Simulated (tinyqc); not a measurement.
Fitting sp3s* parameters to three gaps by Newton steps, step by step. Values are carried at full precision from step to step, so a last printed digit may differ when a step is redone from the rounded ones.

sp3s* tight binding, nearest neighbours only: anion (a) at 0, cation (c) at a/4 (1,1,1), orbitals s, px, py, pz, s* on each; k in units of 2 pi/a. With phases e_j = exp(i (pi/2) k.n_j) for n = (1,1,1), (1,-1,-1), (-1,1,-1), (-1,-1,1): g0 = (e1+e2+e3+e4)/4, g1 = (e1+e2-e3-e4)/4, g2 = (e1-e2+e3-e4)/4, g3 = (e1-e2-e3+e4)/4. The diagonal holds the levels Esa, Epa, Exa (s*) and Esc, Epc, Exc. Anion-cation block: <sa|sc> = Vss g0; <sa|xc> = Vsapc g1; <xa|sc> = -Vscpa g1; <xa|xc> = Vxx g0; <xa|yc> = <ya|xc> = Vxy g3, <xa|zc> = <za|xc> = Vxy g2, <ya|zc> = <za|yc> = Vxy g1; <s*a|xc> = Vxapc g1; <xa|s*c> = -Vpaxc g1; y and z take g2 and g3 in place of g1; s-s* and s*-s* vanish.

Gaps are level 5 at Gamma, X = (1,0,0) and L = (1/2,1/2,1/2) less level 4 at Gamma; no spin-orbit coupling. Free parameters: Esc, Vxapc and Vpaxc. H is linear in them, so by Hellmann-Feynman J_ij = <u|dH/dp_j|u> for level 5 at point i less the same for level 4 at Gamma. Newton: p(new) = p + J^-1 (target - gaps); stop when all misses are below 1e-7 eV.

Values chosen for the exercise (out of a larger set: near a published set for AlAs, fitted to gaps, whose masses and valley positions are rough; not measured data): p = (-7.544, 0.99, -1.17, 3.561, 7.528, 6.739, -6.707, 1.881, 4.282, 5.091, 5.516, 4.498, 5.003) eV (start, order Esa, Epa, Esc, Epc, Exa, Exc, Vss, Vxx, Vxy, Vsapc, Vscpa, Vxapc, Vpaxc); tg = (3.1776, 2.2633, 2.7242) eV (target gaps at Gamma, X, L).

## Gaps of the starting set

Compute the gaps and the misses.

gaps (eV): Gamma 3.0715, X 2.3147, L 2.6978

target less gap (eV): Gamma 0.1061, X -0.0514, L 0.0264

## The Jacobian

Form J and its singular values.

J:
```
,Esc,Vxapc,Vpaxc
Gamma,0.7146,0.0000,0.0000
X,0.0000,-0.8579,0.0000
L,0.3731,-0.3119,-0.0825
```

singular values: 0.9440  0.7706  0.0696

The gap at Gamma answers to Esc. The condition number is 13.6.

## The first Newton step

Solve J dp = target less gap; the columns of J are Esc, Vxapc and Vpaxc.

dp (eV): Esc 0.148, Vxapc 0.060, Vpaxc 0.125

## The iteration

Repeat with J formed anew.

Newton steps (eV):
```
i,Esc,Vxapc,Vpaxc,Gamma,X,L,largest miss
0,-1.1700,4.4980,5.0030,3.0715,2.3147,2.6978,0.11
1,-1.0215,4.5580,5.1281,3.1779,2.2633,2.7234,0.00082
2,-1.0219,4.5580,5.1129,3.1776,2.2633,2.7242,7.0e-06
3,-1.0219,4.5580,5.1128,3.1776,2.2633,2.7242,4.0e-10
```

Converged in 3 steps; the miss goes 0.11, 0.00082, 7.0e-06, 4.0e-10, about squaring each time once it is small. The largest change is 0.148 eV in Esc, for a first miss of 0.106 eV.

## Checks

- J by Hellmann-Feynman against central differences: largest difference 1.8e-10.

tinyqc: `OMP_NUM_THREADS=1 python tinyqc.py 1480679 1480680 out.jsonl`; about 0.2 s, one thread, shared Intel(R) Xeon(R) Processor @ 2.30GHz.
